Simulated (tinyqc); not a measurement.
## Two channel transmissions from conductance and noise

Inverse problem. A contact has two spin-degenerate channels: G = (2 q^2/h)(T1 + T2), Fano factor F = [T1 (1 - T1) + T2 (1 - T2)]/(T1 + T2), T1 > T2. Find T1 and T2.

G in units of 2 q^2/h = 1.08
Fano factor = 0.20648148

Solution. With g = T1 + T2, T1^2 + T2^2 = g (1 - F), so (T1 - T2)^2 = 2 g (1 - F) - g^2.

T1 = 0.9100
T2 = 0.1700

Numbers from tinyqc (`OMP_NUM_THREADS=1 python tinyqc.py 2740018 2740019 out.jsonl`; about 0.03 s on one thread of a shared Intel Xeon 2.30GHz).
